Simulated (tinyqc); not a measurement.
Thermal, flicker and telegraph noise of a field-effect transistor: one step, computed by the program tinyqc.

Strong inversion, threshold roll-off and channel-length modulation left out; noise sources are uncorrelated and are given as one-sided spectral densities.

Question. Flicker noise. C_ox = 3.9 eps_0/t; V_c = 2 v_s L/mu; I = W C_ox v_s V_ov^2/(V_ov + V_c); g_m = W C_ox v_s V_ov (V_ov + 2 V_c)/(V_ov + V_c)^2; g_d0 = mu C_ox (W/L) V_ov. Tunnelling length lambda = hbar/(2 sqrt(2 m_ox phi)); flat-band noise S_Vfb = e^2 k_B T lambda N_t/(W L C_ox^2 f). S_I = g_m^2 S_Vfb (1 + alpha_sc mu C_ox I/g_m)^2.

Inputs (values chosen for the exercise, modelled on a silicon n-channel):
```
quantity                                   value         unit
width W                                     0.88   micrometre
length L                                      24           nm
electrical oxide thickness t                 1.8           nm
mobility mu                                  200   cm^2/(V s)
saturation velocity v_s                     0.72     1e7 cm/s
overdrive V_ov                              0.28            V
oxide trap density N_t                   5.7e+17  1/(eV cm^3)
oxide barrier phi                            1.7           eV
oxide mass m_ox                             0.48          m_0
Coulomb scattering coefficient alpha_sc     4300        V s/C
frequency f                                   20           Hz
temperature T                                200            K
```

Operating region: saturation. Flicker model: number with correlated mobility.

drain current I = 210.4581 microampere

Constants: eps_0 = 8.8541878128e-12 F/m; hbar = 1.054571817e-34 J s; m_0 = 9.1093837015e-31 kg; e = 1.602176634e-19 C; k_B = 8.617333262e-05 eV/K.

Give: tunnelling length lambda; S_Vfb; flicker S_I; flicker S_I/I^2.

Answer.

tunnelling length lambda = 1.0804 angstrom

S_Vfb = 1.7526e-10 V^2/Hz

flicker S_I = 3.3653e-16 A^2/Hz

flicker S_I/I^2 = 7.5978e-09 1/Hz

Caution: fewer than one trap per decade of time constant is active, so one device shows telegraph steps and the 1/f law is only a mean over many devices.
